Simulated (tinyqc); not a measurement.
# Zener tunnelling in a reverse-biased junction, two-band WKB: two studies

Abrupt p-n junction, depletion approximation. Energies E are counted from the conduction-band edge of the neutral n side; its Fermi level lies at dn, that of the p side at dn - V, and the valence-band edge of the neutral p side at Em = dn + dp - V. Tunnelling needs 0 < E < Em. Two-band dispersion with equal masses m: inside the gap kappa = sqrt(m u (1 - u/Eg)/C), u the distance from a band edge, C = hbar^2/(2 m0).

Inputs (values chosen for the exercise); band and dielectric values close to those of indium arsenide: temperature T = 350 K; band gap Eg = 0.347 eV; relative permittivity eps_r = 15; conduction-band density of states at 350 K Nc = 1.07e17 cm^-3; valence-band density of states at 350 K Nv = 8.28e18 cm^-3; band-edge mass of the two-band model m = 0.026 m0; acceptor density Na = 2.5e18 cm^-3; donor density Nd = 4.2e17 cm^-3; bias of the p side V = -0.57 V.

Constants: q = 1.602176634e-19 C, kB = 1.380649e-23 J/K, hbar = 1.054571817e-34 J s, h = 6.62607015e-34 J s, m0 = 9.1093837015e-31 kg, Vt = kB T/q, eps0 = 8.8541878128e-14 F/cm where lengths are in cm, hbar^2/(2 m0) = 0.0380998212 eV nm^2. Results are converted to the units shown.

Each table varies one quantity; the others keep the values above.

## Exponent along the true band profile

Nd = Nc F12(dn/Vt), Na = Nv F12(dp/Vt), F12(x) = (2/sqrt(pi)) int_0^infinity sqrt(u)/(1 + exp(u - x)) du; dn = EF - Ec on the n side, dp = Ev - EF on the p side (negative outside the bands); Vbi = Eg + dn + dp. W = sqrt(2 eps0 eps_r (Vbi - V)(1/Na + 1/Nd)/q), mean field F = (Vbi - V)/W, peak field 2 F. In a uniform field F the exponent is S = pi sqrt(m/C) Eg^1.5/(4 F). Transverse energy Et = C kt^2/m raises it to S (1 + 4 Et/Eg), so T = exp(-S) exp(-Et/Eb) with Eb = Eg/(4 S). KJ = (2 q^2/h) m/(4 pi C) (times 1e14 for A/cm^2 per eV^2). Along the true parabolic profile the field at the point where the conduction edge stands at e = E + u is sqrt(2 q Nd e/(eps0 eps_r)) for e < a D and sqrt(2 q Na (D - e)/(eps0 eps_r)) above, D = Vbi - V, a = Na/(Na + Nd); S(E) = 2 int_0^Eg kappa(u) du/field.

Exponent along the true band profile:
```
E (eV)   S(E)  S(E)/S of the mean field
0.037   9.892                     1.079
0.105   8.233                    0.8982
0.173   7.261                    0.7922
0.241   6.585                    0.7184
0.309   6.074                    0.6627
0.377   5.669                    0.6185
0.445   5.338                    0.5823
0.513   5.073                    0.5535
0.581   5.115                    0.5580
```

Read the table: what changes, and by how much?

S(E) goes from 9.89 through a minimum of 5.07 (at E = 0.513 eV among the rows listed) to 5.12. The mean field gives S = 9.17 and the peak field 4.58; the smallest S(E) is 0.55 of the mean-field value, so the mean field understates the best transmission by a factor of 59.9.

## Effect of the band gap with the mass tied to it

The mass follows the gap, m = 0.026 Eg/0.347 eV, as in a two-band model with a fixed matrix element; Nc, Nv and eps_r are held. J = KJ exp(-S) Eb times the integral from 0 to Em of [f(E - dn) - f(E - dn + V)] [1 - exp(-min(E, Em - E)/Eb)] dE, f(x) = 1/(1 + exp(x/Vt)), with S and Eb from the mean field; J > 0 flows from p to n.

Result of one run:
```
Eg (eV)  Vbi (V)  mean field (MV/cm)      S  J (A/cm^2)  S at fixed m
0.52      0.5681              0.1571  18.96    -0.01318         15.48
```

What becomes of these results when the band gap Eg is changed from 0.52 to 0.42 eV, all else the same?

Result of the changed run:
```
Eg (eV)  Vbi (V)  mean field (MV/cm)      S  J (A/cm^2)  S at fixed m
0.42      0.4681              0.1501  12.95      -5.106         11.77
```

The whole series:
```
Eg (eV)  Vbi (V)  mean field (MV/cm)      S  J (A/cm^2)  S at fixed m
0.17      0.2181              0.1307  2.435    -1.608e5         3.478
0.22      0.2681              0.1348  3.954    -3.655e4         4.966
0.27      0.3181              0.1388  5.785       -6055         6.558
0.32      0.3681              0.1426  7.907      -748.0         8.234
0.37      0.4181              0.1464  10.30      -70.28         9.974
0.42      0.4681              0.1501  12.95      -5.106         11.77
0.47      0.5181              0.1536  15.84     -0.2911         13.61
0.52      0.5681              0.1571  18.96    -0.01318         15.48
```

S rises from 2.43 to 19.0, as Eg^(1.84), against Eg^(1.34) at fixed m; at a fixed field the powers would be 2 and 1.5, and the field grows with Vbi. |J| falls from 1.61e5 to 0.0132 A/cm^2. Where S is below about 4, a WKB prefactor of 1 is a rough guess.

Range of the model: Parabolic densities of states, no band tails and no gap narrowing, all of which matter at such doping.

Numbers from tinyqc (`OMP_NUM_THREADS=1 python tinyqc.py 2620028 2620029 out.jsonl`; about 0.01 s on one thread of a shared Intel Xeon 2.30GHz).
